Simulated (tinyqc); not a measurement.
From results back to parameters: Boltzmann transport in a parabolic band with a power-law relaxation time. Five cases, with inputs chosen for the exercise.

Problem. The Seebeck coefficient and the Hall density nH = n/rH are given; md is hidden (a Pisarenko analysis).

F_j(eta) = (1/Gamma(j + 1)) integral_0^infinity x^j dx/(1 + exp(x - eta)), which tends to exp(eta) for eta << 0.

n = N F_1/2(eta) with N = 2 (m kB T/(4 pi c))^(3/2) with c = hbar^2/2m0, in 1/angstrom^3; times 1e24 for 1/cm^3, m = md.

tau = tau0 x^r with x = E/kT. With K_j = Gamma(j + 1) F_j(eta): <tau> = tau0 (r + 3/2) K_(r+1/2)/((3/2) K_(1/2)); mu = <tau>/(mc m0/e), m0/e = 5.685630e-12 kg/C; Hall factor rH = (3/2) K_(1/2) (2r + 3/2) K_(2r+1/2)/((r + 3/2) K_(r+1/2))^2; Seebeck S = -(kB/e) [(r + 5/2) K_(r+3/2)/((r + 3/2) K_(r+1/2)) - eta]; Lorenz number L = (kB/e)^2 [(r + 7/2) K_(r+5/2)/((r + 3/2) K_(r+1/2)) - ((r + 5/2) K_(r+3/2)/((r + 3/2) K_(r+1/2)))^2]; kB/e in V/K. Valley anisotropy is left out of rH.

Constants: hbar^2/2m0 = 3.80998211 eV angstrom^2; kB = 8.617333262e-05 eV/K.

Case 1.

Values chosen (out of a larger set: masses near those of SiC; tau0 is set for a mobility of the usual size at this n, kL is a free input; freeze-out and phonon drag, which matter near 77 K, are left out; not measured data): r = -0.5 (exponent of tau); T = 200 K.

S = -575.301 microvolt/K
nH = 8.1533e+16 1/cm^3

Case 2.

Values chosen (out of a larger set: masses near those of InAs; tau0 is set for a mobility of the usual size at this n, kL is a free input; freeze-out and phonon drag, which matter near 77 K, are left out; not measured data): r = 0 (exponent of tau); T = 500 K.

S = -89.694 microvolt/K
nH = 1.6000e+18 1/cm^3

Case 3.

Values chosen (out of a larger set: masses near those of SiC; tau0 is set for a mobility of the usual size at this n, kL is a free input; freeze-out and phonon drag, which matter near 77 K, are left out; not measured data): r = -0.5 (exponent of tau); T = 300 K.

S = -605.288 microvolt/K
nH = 1.0190e+17 1/cm^3

Case 4.

Values chosen (out of a larger set: masses near those of Si; tau0 is set for a mobility of the usual size at this n, kL is a free input; freeze-out and phonon drag, which matter near 77 K, are left out; not measured data): r = -0.5 (exponent of tau); T = 300 K.

S = -630.623 microvolt/K
nH = 1.1038e+17 1/cm^3

Case 5.

Values chosen (out of a larger set: masses near those of Si; tau0 is set for a mobility of the usual size at this n, kL is a free input; freeze-out and phonon drag, which matter near 77 K, are left out; not measured data): r = 0 (exponent of tau); T = 300 K.

S = -414.856 microvolt/K
nH = 2.7000e+18 1/cm^3

Find: eta; rH; n; md.

Solution. S depends on eta alone and |S| falls steadily with it; eta gives rH and so n, and N = n/F_1/2(eta) gives md from N proportional to md^(3/2).

Case 1.

eta = -4.67
rH = 1.177
n = 9.6e+16 1/cm^3
md = 0.828 m0

Case 2.

eta = 4.25
rH = 1.000
n = 1.6e+18 1/cm^3
md = 0.026 m0

Case 3.

eta = -5.02
rH = 1.178
n = 1.2e+17 1/cm^3
md = 0.808 m0

Case 4.

eta = -5.32
rH = 1.178
n = 1.3e+17 1/cm^3
md = 1.037 m0

Case 5.

eta = -2.27
rH = 1.000
n = 2.7e+18 1/cm^3
md = 1.052 m0

Computed by tinyqc, one run a case: `OMP_NUM_THREADS=1 python tinyqc.py N N+1 out.jsonl` with N = 1682340, 1682379, 1682384, 1682398, 1682470; one thread of a shared Intel(R) Xeon(R) Processor @ 2.30GHz, about 0.01 s a run at most.
